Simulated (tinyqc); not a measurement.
# Lossy on-chip transmission line with skin effect: two studies

A uniform line in a homogeneous dielectric: c = sqrt(er)/(c0 Z0), l = Z0 sqrt(er)/c0 (c0 = 299792458 m/s), g = w c td, w = 2 pi f. The resistance joins its limits as r = sqrt(r_dc^2 + r_hf^2), with r_dc = rho/(wd th), r_hf = kr rho/(2 delta (wd + th)), delta = sqrt(rho/(pi f mu0)), mu0 = 4 pi 1e-7 H/m; this is an interpolation, and internal inductance, up to 0.05 nH/mm at low frequency, is neglected.

Parameters, values chosen for the exercise:
- wd = 0.86 um (width of the strip)
- th = 0.55 um (thickness of the strip)
- rho = 2.9 uohm cm (resistivity)
- er = 4.2 (relative permittivity)
- td = 0.005 (loss tangent)
- Z0 = 50 ohm (lossless impedance sqrt(l/c))
- kr = 1.5 (factor for crowding and the return path)
- len = 0.94 mm (length)
- Rg = 50 ohm (source resistance)
- RL = 1e5 ohm (load resistance)
- CL = 300 fF (load capacitance)
- f = 0.29 GHz (frequency)

Each table varies one quantity; the others keep the values above.

## Line properties against frequency

gamma = sqrt((r + i w l)(g + i w c)) = alpha + i beta, Zc = sqrt((r + i w l)/(g + i w c)), roots with positive real part; loss 8.685889638 alpha in dB; phase velocity w/beta. ZL = 1/(1/RL + i w CL); reflection (ZL - Zc)/(ZL + Zc); Zin = Zc (ZL + Zc tanh(gamma len))/(Zc + ZL tanh(gamma len)); H = V_load/V_source = [Zin/(Zin + Rg)]/[cosh(gamma len) + (Zc/ZL) sinh(gamma len)].

Line properties against frequency:
```
f (GHz)  r (ohm/mm)  r/(w l)  loss (dB/mm)  |Zc| (ohm)  phase velocity over c0  length in wavelengths   |H| (dB)
0.01          61.31     2855        0.1413        2672                 0.01294               0.002422  -0.009395
0.03          61.32    951.7        0.2446        1543                 0.02241               0.004197  -0.009641
0.09          61.33    317.3        0.4233       890.7                 0.03877               0.007278   -0.01152
0.3           61.39    95.28        0.7704       488.1                 0.07050                0.01334   -0.03157
0.8           61.52    35.81         1.249       299.3                  0.1140                0.02200    -0.1617
2             61.84    14.40         1.939       189.9                  0.1761                0.03562    -0.8813
7             63.13    4.200         3.374       103.9                  0.2999                0.07320     -5.734
20            66.38    1.546         4.860       67.84                  0.4100                 0.1530     -13.47
60            75.52   0.5860         6.371       53.83                  0.4699                 0.4003     -21.48
```

What does the comparison show?

r equals w l at 32.3 GHz: below it |Zc| and the delay grow as in an RC line, above it |Zc| tends to Z0 = 50 ohm and the velocity to 1/sqrt(er) = 0.488 c0. The loss goes as f^(0.50) between the first two rows and f^(0.25) between the last two. |H| is -0.00940 dB in the first row and -21.5 dB in the last; between rows it can pass through resonances that the table doesn't show.

## Effect of the load resistance

Same model as above.

The same in every row: r (ohm/mm) = 61.387; r/(w l) = 98.566; loss (dB/mm) = 0.75760; |Zc| (ohm) = 496.41; phase velocity over c0 = 0.069326; length in wavelengths = 0.013116.

Effect of the load resistance:
```
RL (ohm)  |H| (dB)
10         -21.416
25         -14.500
50         -9.9798
75         -7.7376
150        -4.7080
500        -1.7087
10000     -0.11346
```

What does the table show?

As RL goes from 10 to 10000, the loss stays at 0.758 dB/mm, |Zc| stays at 496 ohm and |H| goes from -21.4 to -0.113 dB, with its highest value among the rows, -0.113 dB, at RL = 10000.

tinyqc, about 0.01 s, one thread, Intel Xeon 2.30GHz (shared host): `OMP_NUM_THREADS=1 python tinyqc.py 2810161 2810162 out.jsonl`
